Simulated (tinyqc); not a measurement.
# Configuration-coordinate model of a defect: Huang-Rhys factor and luminescence line shape, step by step

A worked calculation. Computed by tinyqc, a small Python program that keeps every step. Command: `OMP_NUM_THREADS=1 python tinyqc.py 3001133 3001134 out.jsonl ccline walk`. One thread of a shared host (Intel(R) Xeon(R) Processor @ 2.30GHz), about 0.01 s of CPU time with the checks. Intermediate numbers are printed to about 5 digits and carried at full precision; extremes and crossings named in words are read from the listed rows.

Ground state E_g(Q) = (1/2) omega_g^2 Q^2; excited state E_e(Q) = E_0 + (1/2) omega_e^2 (Q - dQ)^2 with E_0 = E_ZPL - (hbar omega_e - hbar omega_g)/2. Q is mass-weighted; the dipole does not depend on Q (Condon approximation).

Inputs (values chosen for the exercise, for a model defect):

| quantity | value | unit |
|---|---|---|
| zero-phonon energy E_ZPL | 0.851 | eV |
| displacement dQ | 1.13 | u^(1/2) angstrom |
| ground-state phonon hbar omega_g | 45.2 | meV |
| excited-state phonon hbar omega_e | 35.3 | meV |
| temperature T | 500 | K |
| refractive index n_r | 3.44 | - |
| transition dipole mu | 0.68 | e angstrom |
| quenching prefactor nu_0 | 5e+11 | 1/s |

Modes: different frequencies.

Constants: hbar^2/u = 4.18015928e-03 eV angstrom^2; k_B = 8.617333262e-05 eV/K; hbar = 6.582119569e-16 eV s; e = 1.602176634e-19 C; eps_0 = 8.8541878128e-12 F/m; hbar = 1.054571817e-34 J s; c = 299792458 m/s.

## Huang-Rhys factors and vertical energies

S = hbar omega dQ^2/(2 hbar^2/u) for each state; relaxation energy S hbar omega; absorption at E_0 + S_e hbar omega_e, emission at E_0 - S_g hbar omega_g; the Stokes shift is their difference.

S_g = 6.9036

S_e = 5.3915

relaxation energy, ground state = 0.31204 eV

relaxation energy, excited state = 0.19032 eV

vertical absorption energy = 1.0463 eV

vertical emission energy = 0.54391 eV

Stokes shift = 0.50236 eV

The coupling is strong: a broad band, with almost no zero-phonon line.

## Franck-Condon overlaps

Overlaps <m_e|n_g> of harmonic-oscillator functions (Hermite recursion, positive leading coefficients) by a sum over an even grid (700 points from x = -9 to 9 + d for the small table, 1500 points from -16 to 16 + d for the thermal sums), with x = Q sqrt(omega_g/hbar), d = sqrt(2 S_g) and frequency ratio omega_e/omega_g.

<m_e|n_g>:
```
          n=0       n=1       n=2       n=3       n=4       n=5       n=6
m=0   0.04826   0.11121   0.18541   0.25784   0.31682   0.35486   0.36940
m=1  -0.12585  -0.24210  -0.32738  -0.35362  -0.31435  -0.22224  -0.10059
m=2   0.22784   0.34839   0.34723   0.23167   0.05575  -0.11437  -0.22866
m=3  -0.33036  -0.36964  -0.20756   0.03134   0.21311   0.26592   0.19383
```

From m = 0 these seven lines hold 47.8 % of the weight.

## Band at temperature T

Initial levels m = 0..24 carry Boltzmann weights exp(-m hbar omega_e/k_B T), normalised; final levels n = 0..79; a line lies at E_ZPL + m hbar omega_e - n hbar omega_g with weight w_m <m|n>^2. Moments are taken over these weights without the E^3 factor; FWHM = 2 sqrt(2 ln 2) x standard deviation; the zero-phonon weight is w_0 <0|0>^2, since the other m -> m lines are offset by m (hbar omega_e - hbar omega_g).

mean emission energy = 0.52937 eV

FWHM from the second moment = 0.51023 eV

zero-phonon weight = 0.0013027

skewness = -0.46524

## Crossing, radiative lifetime and thermal quenching

The curves cross at the root Q_c nearest dQ; the barrier is (1/2) omega_e^2 (Q_c - dQ)^2, with (1/2) omega^2 = (hbar omega)^2/(2 hbar^2/u). k_r = n_r omega^3 mu^2/(3 pi eps_0 hbar c^3) at the vertical emission energy, without local-field correction; k_nr = nu_0 exp(-barrier/k_B T) (Mott-Seitz); yield = k_r/(k_r + k_nr); T_1/2 = barrier/(k_B ln(nu_0/k_r)).

Q_c = 1.9878 u^(1/2) angstrom

classical barrier = 0.10968 eV

radiative lifetime = 1029.1 ns

luminescence yield = 2.4778e-05

quenching temperature T_1/2 = 96.781 K

At 500 K the centre is quenched; tunnelling, left out here, starts the quenching earlier. Caution: the barrier is below the relaxation energy of the excited state, so vertical excitation lands above the crossing and may bypass luminescence (Dexter-Klick-Russell rule). Caution: the band is wide against its energy, so the E^3 factor left out of the moments shifts the observed peak up.

## Width and zero-phonon weight against temperature

For comparison: FWHM(0) sqrt(coth(hbar omega_e/2 k_B T)) with FWHM(0) from the first row, and exp(-S_g coth(hbar omega_e/2 k_B T)).

Against temperature:

| T (K) | mean energy (eV) | FWHM (eV) | coth law (eV) | zero-phonon weight | exp(-S coth) |
|---|---|---|---|---|---|
| 20 | 0.53827 | 0.31701 | 0.31701 | 0.0023294 | 1.0042e-03 |
| 61 | 0.53825 | 0.31740 | 0.31740 | 0.0023265 | 9.8753e-04 |
| 120 | 0.53788 | 0.32767 | 0.32763 | 0.0022527 | 6.2763e-04 |
| 200 | 0.53659 | 0.36110 | 0.36091 | 0.0020289 | 1.3001e-04 |
| 330 | 0.53368 | 0.42745 | 0.42685 | 0.0016562 | 3.6686e-06 |
| 490 | 0.52963 | 0.50560 | 0.50425 | 0.0013197 | 2.5964e-08 |
| 700 | 0.52407 | 0.59694 | 0.59432 | 0.0010319 | 2.9011e-11 |

The width grows by a factor 1.88, flat while k_B T is well below hbar omega and as sqrt(T) above; the coth law, exact only for equal frequencies, misses by at most 0.44 %. The mean energy moves by -14.2 meV because the frequencies differ. The zero-phonon weight goes from 0.00233 to 0.00103, against 0.00100 to 2.90e-11 for the exponential rule, which assumes many modes of equal frequency in both states.

Checks made by the program: grid overlaps at equal frequencies against the Poisson weights (relative difference below 1e-10).
